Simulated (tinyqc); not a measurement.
Worked calculation: electrons shared among three sets of ellipsoidal valleys. Values are carried at full precision from step to step, so a last printed digit may differ when a step is redone from the rounded ones.

Constants: hbar^2/2m0 = 3.80998211 eV angstrom^2; kB = 8.617333262e-05 eV/K.

Values chosen for the exercise (masses and offsets near those of InP; mobilities are free inputs, held fixed; the results hold for these values, not for the real material):
- ml = (0.083, 1.815, 1.356) m0 (longitudinal masses of Gamma, L, X)
- mt = (0.083, 0.1255, 0.277) m0 (transverse masses)
- M = (1, 4, 3) (valleys in each set)
- T = 600 K
- dE = (0, 0.449, 0.976) eV (edges of Gamma, L, X above the first)
- n = 2.5e+16 1/cm^3 (total electron density)
- mu = (5900, 560, 250) cm^2/(V s) (mobility of each set)

## Masses of each set

One valley: m_d = (ml mt^2)^(1/3). Whole set: m_de = M^(2/3) m_d. Mean over three axes: 1/m_c = (1/ml + 2/mt)/3. Anisotropy K = ml/mt.

m_d, m_de, m_c (m0) and K of each set:
```
set       m_d    m_de     m_c      K
Gamma  0.0830  0.0830  0.0830   1.00
L      0.3058  0.7705  0.1820  14.46
X      0.4703  0.9783  0.3770   4.90
```

m_de/m_c is 1.00 for Gamma, 4.23 for L, 2.60 for X: many anisotropic valleys give many states at a light conductivity mass. m_c is the mean over three axes; a set that holds only some of the equivalent valleys conducts with a mass that depends on direction.

## Effective densities of states

N_i = M_i times N = 2 (m kB T/(4 pi c))^(3/2) with c = hbar^2/2m0, in 1/angstrom^3; times 1e24 for 1/cm^3, with m = (ml mt^2)^(1/3).

kT = 0.051704 eV

N_i (1/cm^3): Gamma 1.6972e+18, L 4.8002e+19, X 6.8683e+19

## Fermi level and populations

F_j(eta) = (1/Gamma(j + 1)) integral_0^infinity x^j dx/(1 + exp(x - eta)), which tends to exp(eta) for eta << 0.

Solve n = sum_i N_i F_1/2((EF - dE_i)/kT), energies from the edge of the first set.

EF = -0.2181 eV

eta_i: Gamma -4.22, L -12.90, X -23.09

n_i (1/cm^3): Gamma 2.49e+16, L 1.20e+14, X 6.41e+09

shares: Gamma 0.9952, L 0.0048, X 0.0000

Gamma holds most electrons (99.5 %). Boltzmann weights N_i exp(-dE_i/kT) would give L a share of 0.0048.

## Drift and Hall mobility of the mixture

With f_i the shares, mu_drift = sum f_i mu_i; low-field Hall mobility mu_H = sum f_i mu_i^2/mu_drift (scattering and anisotropy factors set to 1); the Hall density is n mu_drift/mu_H; rho = 1/(e n mu_drift), e = 1.602176634e-19 C.

mu_drift = 5874 cm^2/(V s)
mu_H = 5898 cm^2/(V s)
Hall density = 2.49e+16 1/cm^3
rho = 0.0425 ohm cm

A Hall measurement would read 99.6 % of the true density.

## Checks

- Share of L at n = 1e10 1/cm^3 against the Boltzmann weight: both 0.004764.

tinyqc: `OMP_NUM_THREADS=1 python tinyqc.py 1651710 1651711 out.jsonl`; about 0.01 s, one thread, shared Intel(R) Xeon(R) Processor @ 2.30GHz.
